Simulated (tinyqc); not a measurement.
Which roughness does what: X-ray reflectivity of a thin film on silicon: critical angles, Parratt recursion, fringes and roughness. Computed by tinyqc, a small Python program. Command: `OMP_NUM_THREADS=1 python tinyqc.py 3121198 3121199 out.jsonl xrr walk`. One thread of a shared host (Intel(R) Xeon(R) Processor @ 2.30GHz), about 0.01 s of CPU time with the checks.

n = 1 - delta + i beta; the classical electron radius is r_e = 2.8179403e-6 nm. Layer 0 is vacuum, 1 the film, 2 the substrate.

Inputs (values chosen for the exercise, modelled on copper on silicon, copper K-alpha radiation):
```
quantity                                        value     unit
wavelength lambda                             0.15406       nm
film density rho                                 8.89   g/cm^3
effective electrons per unit mass, film         0.453    mol/g
beta/delta, film                                0.024        -
film thickness d                                 16.3       nm
roughness of the surface sigma_1                 0.76       nm
roughness of the interface sigma_2               0.24       nm
substrate density                                2.33   g/cm^3
effective electrons per unit mass, substrate    0.507    mol/g
beta/delta, substrate                           0.023        -
grazing angle theta                              2.17  degrees
```

Constants: N_A = 6.02214076e+23 1/mol.

Method:
- delta = r_e lambda^2 rho_e/(2 pi), rho_e = density x electrons per mass x N_A; critical angle sqrt(2 delta), q_c = 4 sqrt(pi r_e rho_e).
- k_j = (2 pi/lambda) sqrt(sin^2 theta - 2 delta_j + 2 i beta_j); r_ij = (k_i - k_j)/(k_i + k_j) x exp(-2 k_i k_j sigma^2) (Nevot-Croce); r = (r_01 + r_12 p)/(1 + r_01 r_12 p), p = exp(2 i k_1 d); R = |r|^2.
- Far above the critical angle the period is d theta = lambda/(2 d), or 2 pi/d in q; the envelope runs between (|r_01| - |r_12 p|)^2 and (|r_01| + |r_12 p|)^2; contrast = 2 a b/(a^2 + b^2) with a = |r_01|, b = |r_12 p|; roughness factors on the amplitudes are about exp(-q^2 sigma^2/2).
- R is averaged over one period above each angle (64 points); contrast = (max - min)/(max + min) of R theta^4 over that period. Cases: smooth; only sigma_1; only sigma_2; both.

period in theta = 0.270766 degrees

Constants:
```
layer      rho_e (1/nm^3)        delta         beta  critical angle (degrees)  q_c (1/nm)
film              2425.22  2.58156e-05  6.19575e-07                  0.411698    0.586106
substrate          711.40  7.57263e-06  1.74170e-07                  0.222977    0.317437
```

Mean R and contrast:
```
theta (degrees)    R smooth  contrast  R, sigma_1  contrast, sigma_1  R, sigma_2  contrast, sigma_2     R, both  contrast, both
0.8              4.9701e-03   0.93726  3.0564e-03         9.9836e-01  4.8387e-03            0.92410  2.9297e-03         0.99973
1.2              1.0309e-03   0.93644  4.4943e-04         8.0144e-01  9.7493e-04            0.89814  3.9339e-04         0.85312
1.8              2.1189e-04   0.93709  7.0105e-05         3.7112e-01  1.8818e-04            0.85679  4.7291e-05         0.46576
2.5              5.8805e-05   0.93779  1.8862e-05         5.8797e-02  4.8345e-05            0.75697  8.5881e-06         0.11786
3.5              1.4993e-05   0.93892  5.1360e-06         1.4974e-03  1.1219e-05            0.59712  1.1240e-06         0.11158
```

What follows from these numbers?

At 2.5 degrees sigma_1 alone multiplies the mean R by 0.32 and sigma_2 alone by 0.82; the contrast goes from 0.94 (smooth) to 0.06 and 0.76.
